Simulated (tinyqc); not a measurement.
# Berg model of reactive sputtering of a nitride or oxide: poisoning, hysteresis and pumping speed, step by step

A worked calculation. Computed by tinyqc, a small Python program that keeps every step. Command: `OMP_NUM_THREADS=1 python tinyqc.py 3028235 3028236 out.jsonl berg walk`. One thread of a shared host (Intel(R) Xeon(R) Processor @ 2.30GHz), about 0.06 s of CPU time with the checks. Intermediate numbers are printed to about 5 digits and carried at full precision; extremes and crossings named in words are read from the listed rows.

A diatomic gas reacts with bare metal on the target and on the collecting surfaces; ions remove metal and compound from the target. theta_t and theta_c are the compound fractions.

Inputs (values chosen for the exercise, close to those used for titanium dioxide):
```
quantity                          value     unit
ion current density J                25  mA/cm^2
target area A_t                      80     cm^2
collecting area A_c                4900     cm^2
metal yield Y_m                    0.53        -
compound yield Y_c                0.031        -
sticking coefficient alpha         0.64        -
reactive atoms per metal atom z       2        -
gas mass M                           32        u
pumping speed S                     120      l/s
gas temperature T                   300        K
reactive partial pressure P      0.0078       Pa
```

Constants: e = 1.602176634e-19 C; u = 1.6605390666e-27 kg; k_B = 1.380649e-23 J/K.

## Steady state at the pressure P

Ion flux j = J/e; gas flux F = P/sqrt(2 pi M k_B T). Target: (2/z) alpha F (1 - theta_t) = j Y_c theta_t. Sputtered flows F_c = j Y_c theta_t A_t, F_m = j Y_m (1 - theta_t) A_t. Collector: (2/z) alpha F (1 - theta_c) A_c + F_c (1 - theta_c) = F_m theta_c. Gas use Q = alpha F [(1 - theta_t) A_t + (1 - theta_c) A_c] + P S/(k_B T); 1 sccm = 4.4780e17 molecules/s. Rate R = F_m + F_c, given relative to j Y_m A_t.

ion flux j = 1.5604e+17 1/(cm^2 s)

gas flux F = 2.0975e+16 1/(cm^2 s)

theta_t = 0.73511

theta_c = 0.97416

gas use (sccm): target 0.6353, collector 3.7960, pump 0.5046

total flow Q = 4.9359 sccm

rate relative to clean metal = 0.30788

The target is partly covered. The film is 97.4 % compound. Caution: here dQ/dP is negative, a branch that flow control cannot hold.

## Critical pumping speed

P is a single-valued function of the flow Q only if dQ/dP > 0 everywhere: S must exceed k_B T times the steepest fall of the surface terms with P.

pressure of the steepest fall = 0.0030758 Pa

critical pumping speed = 1206.0 l/s

S is 0.10 times the critical value: the flow curve is S-shaped and flow control shows hysteresis.

## The hysteresis loop

Turning points solve dQ/dP = 0; a jump keeps Q fixed; the width of the loop is the difference of the two turning flows.

Corners of the loop:
```
point                            P (Pa)  Q (sccm)  theta_t  theta_c  relative rate
edge of the metallic branch  1.6152e-03    7.5342  0.36495  0.76612        0.65640
landing, poisoned            9.7047e-02    7.5342  0.97185  0.99977        0.08499
edge of the poisoned branch  2.1552e-02    3.8530  0.88463  0.99583        0.16711
landing, metallic            2.7850e-04    3.8530  0.09015  0.28365        0.91512
```

width of the loop = 3.6812 sccm

Raising the flow past 7.53 sccm drops the rate from 0.656 to 0.085; the metallic mode returns only below 3.85 sccm. The best film reachable on the metallic branch is 77 % compound, so the region between needs pressure feedback. The pressure P of the inputs lies between the turning points, where dQ/dP is negative and flow control cannot hold it.

## Flow curve at three pumping speeds

The formulas are those given above.

Pressure as the free variable:
```
P (Pa)   theta_t  theta_c  relative rate  Q at S_c/4 (sccm)  Q at S_c (sccm)  Q at 2 S_c (sccm)
0.00015  0.05066  0.16980        0.95230             2.4133            2.486              2.584
0.00031  0.09934  0.30804        0.90647             4.1759            4.327              4.529
0.00062  0.18073  0.49431        0.82985             6.1613            6.464              6.867
0.00110  0.28128  0.66372        0.73517             7.3880            7.924              8.640
0.00180  0.39040  0.79172        0.63243             7.6903            8.568              9.738
0.00310  0.52448  0.89332        0.50620             7.1849            8.697             10.712
0.00490  0.63549  0.94516        0.40168             6.4057            8.795             11.981
0.00770  0.73259  0.97359        0.31026             5.7145            9.470             14.476
0.01200  0.81023  0.98778        0.23716             5.4118           11.264             19.067
0.02500  0.89894  0.99684        0.15364             6.3267           18.518             34.774
```

At S_c/4 the flow falls with pressure in 4 of the intervals: as the target poisons, less metal arrives to getter the gas. At 2 S_c it rises throughout. Coverages and rate depend on P alone, not on S. The collector converts before the target (theta_c = 0.79 at theta_t = 0.39), since the metal is spread over a larger area and no ions clean it. The rate tends to Y_c/Y_m = 0.058.

Checks made by the program: gas taken up by surfaces against gas bound in the growing film (relative difference below 1e-10).
